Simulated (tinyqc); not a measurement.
Memristor with linear dopant drift: two steps of the calculation.

A film of thickness D has a doped share x: R = Ron x + Roff (1 - x), i = v/R, dx/dt = k i F with k = mv Ron/D^2 and F = 1 (no window). The drive is v = V0 sin(2 pi f t). The model has no threshold and no heating.

Inputs (values chosen for the exercise):
- Ron = 50 ohm (resistance of the fully doped film)
- Roff = 10000 ohm (resistance of the undoped film)
- D = 5 nm (film thickness)
- mv = 1.8e-14 m^2/(V s) (dopant mobility)
- x0 = 0.24 (doped share at t = 0)
- V0 = 0.6 V (amplitude)
- f = 3.7 Hz (frequency)

Problem 1. Rate constant, charge and flux scales. k = mv Ron/D^2; R0 = R(x0); without a window the film fills (x = 1) after the charge (1 - x0)/k and the flux (R0^2 - Ron^2)/(2 k (Roff - Ron)); half a period supplies the flux V0/(pi f).

Find: k; R0; charge to fill; flux to fill; flux of half a period.

Solution 1.

k = 36000 1/C
R0 = 7612.0 ohm
charge to fill = 21.111 uC
flux to fill = 0.080877 V s
flux of half a period = 0.051618 V s

Half a period supplies 63.8 % of the flux to fill.

Problem 2. One Runge-Kutta step. Step h = 1/(12 f), from t = j h. With g(t, x) = dx/dt: k1 = g(t, x), k2 = g(t + h/2, x + h k1/2), k3 = g(t + h/2, x + h k2/2), k4 = g(t + h, x + h k3), x(new) = x + h (k1 + 2 k2 + 2 k3 + k4)/6.

x at step 2 = 0.30368429
j = 2

Give: k1..k4; x at step 3.

Solution 2.

k1..k4 (1/s): [2.6806, 3.1243, 3.1477, 3.4434]
x at step 3 = 0.37376

Computed by the program tinyqc: `OMP_NUM_THREADS=1 python tinyqc.py 2880114 2880115 out.jsonl`, one thread of a shared Intel Xeon 2.30GHz, about 0.2 s for the whole run.
